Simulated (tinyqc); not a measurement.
Inside a calculation. Model: critical temperature from a phonon spectrum: McMillan, Allen-Dynes and the linearised Eliashberg equation. Computed by tinyqc, a small Python program that keeps every step. Command: `OMP_NUM_THREADS=1 python tinyqc.py 3030295 3030296 out.jsonl eliashberg walk`. One thread of a shared host (Intel(R) Xeon(R) Processor @ 2.30GHz), about 0.01 s of CPU time with the checks. Intermediate numbers are printed to about 6 digits and carried at full precision; extremes and crossings named in words are read from the listed rows.

alpha^2 F(omega) = sum_i (lambda_i omega_i/2) delta(omega - omega_i), so that lambda = 2 int alpha^2 F/omega d omega = sum_i lambda_i.

Inputs (values chosen for the exercise, for a model metal):
```
quantity,value,unit
peak energy omega_1,33.1,meV
coupling lambda_1,0.828,-
peak energy omega_2,88.5,meV
coupling lambda_2,1.18,-
Coulomb pseudopotential mu*,0.15,-
trial temperature,88.3,K
Matsubara points N in the small matrix,5,-
```

Peaks in alpha^2 F: two.

Constants: k_B = 8.617333262e-05 eV/K.

## Moments of the spectrum

omega_log = exp(sum lambda_i ln omega_i / lambda); omega_rms = sqrt(sum lambda_i omega_i^2 / lambda).

lambda = 2.008

omega_log = 58.9959 meV

omega_rms = 71.0943 meV

## McMillan and Allen-Dynes

McMillan form: k_B T_c = (omega_log/1.2) exp[-1.04 (1 + lambda)/(lambda - mu* (1 + 0.62 lambda))]. Allen-Dynes multiplies it by f1 f2: f1 = [1 + (lambda/L1)^(3/2)]^(1/3), L1 = 2.46 (1 + 3.8 mu*); f2 = 1 + (omega_rms/omega_log - 1) lambda^2/(lambda^2 + L2^2), L2 = 1.82 (1 + 6.3 mu*) omega_rms/omega_log.

T_c, McMillan form = 87.7686 K

f1 = 1.11196

f2 = 1.03720

T_c, Allen-Dynes = 101.225 K

The two corrections raise T_c by 15.3 %. Caution: for lambda above about 1.5 the plain McMillan form saturates and falls short. Caution: a phonon-mediated T_c this high is known only in hydrides under high pressure.

## The small kernel at the trial temperature

Linearised Eliashberg equation at omega_n = (2n + 1) pi k_B T, n = 0..N-1: lambda(j) = sum_i lambda_i omega_i^2/(omega_i^2 + (2 pi j k_B T)^2); K_mn = lambda(m - n) + lambda(m + n + 1) - 2 mu*(N) - delta_mn [2m + 1 + lambda(0) + 2 sum_(j=1..m) lambda(j)], with 1/mu*(N) = 1/mu* + ln(omega_rms/omega_N), omega_N = (2N + 1) pi k_B T. T_c is where the largest eigenvalue rho of K is zero.

lambda(j), j = 0, 1, ...: [2.00800, 1.18171, 0.63305, 0.36725, 0.23222, 0.15782, 0.11343, 0.08515, 0.06612, 0.05276]

mu*(N) = 0.186612

K:
```
,1,2,3,4,5
1,-0.1915,1.4415,0.6271,0.2262,0.0168
2,1.4415,-5.3694,1.0407,0.4176,0.1075
3,0.6271,1.0407,-8.8449,0.9219,0.3450
4,0.2262,0.4176,0.9219,-11.6521,0.8746
5,0.0168,0.1075,0.3450,0.8746,-14.1489
```

## Largest eigenvalue of the small kernel

K is the kernel of the linearised Eliashberg equation on the Matsubara points omega_n = (2n + 1) pi k_B T; T_c is where its largest eigenvalue rho is zero. Diagonalise K; at rho = 0 the eigenvector c is the gap function Delta_n/omega_n up to a factor; away from it Delta_n/Delta_0 = (2n + 1) c_n/c_0 is only an estimate.

largest eigenvalue rho = 0.282113

Delta_n/Delta_0: [1.00000, 0.83160, 0.52191, 0.26115, 0.07187]

rho > 0: in this small matrix the trial temperature lies below T_c.

## Critical temperature from the full kernel

N is the smallest integer at or above 8 omega_max/(2 pi k_B T_AD), omega_max the highest peak and T_AD the Allen-Dynes value.

N used = 13

T_c, Eliashberg = 99.6562 K

k_B T_c/omega_log = 0.145564

Allen-Dynes/Eliashberg = 1.01574

McMillan/Eliashberg = 0.880714

## Scaling the whole coupling

All lambda_i are multiplied by s. The last column is the large-lambda limit for mu* = 0, k_B T_c = 0.1827 omega_rms sqrt(lambda).

T_c (K):
```
s,lambda,McMillan,Allen-Dynes,Eliashberg,large-lambda limit
0.6,1.2048,50.115,53.672,49.646,165.447
0.8,1.6064,71.708,79.595,76.190,191.041
1.0,2.0080,87.769,101.225,99.656,213.591
1.3,2.6104,104.939,128.386,129.987,243.531
1.7,3.4136,120.123,158.720,164.007,278.488
2.3,4.6184,134.266,197.062,206.161,323.926
3.2,6.4256,146.416,245.075,257.081,382.082
```

McMillan/Eliashberg runs from 1.01 at lambda = 1.20 to 0.57 at 6.43: the exponential form levels off at large lambda, while the true T_c keeps rising (exponent 0.67 between the last rows, tending to 1/2). Allen-Dynes stays within about 8 % over the table. The last row reaches 67 % of the mu* = 0 limit; with mu* above zero T_c stays below that line at any lambda.

## Isotope exponent

T_c ~ M^(-a). All omega_i scale as M^(-1/2) at fixed lambda, but mu* = mu/(1 + mu ln(E_F/omega)) changes: d mu*/d ln omega = mu*^2. In the McMillan form a = (1/2) [1 - 1.04 (1 + lambda)(1 + 0.62 lambda) mu*^2/(lambda - mu* (1 + 0.62 lambda))^2].

isotope exponent a = 0.471713

The exponent is close to the BCS value 1/2.

Checks made by the program: one-point kernel at mu* = 0: rho = lambda(1) - 1 (relative difference 3e-10); T_c against the Allen-Dynes fit (relative difference 2e-02).
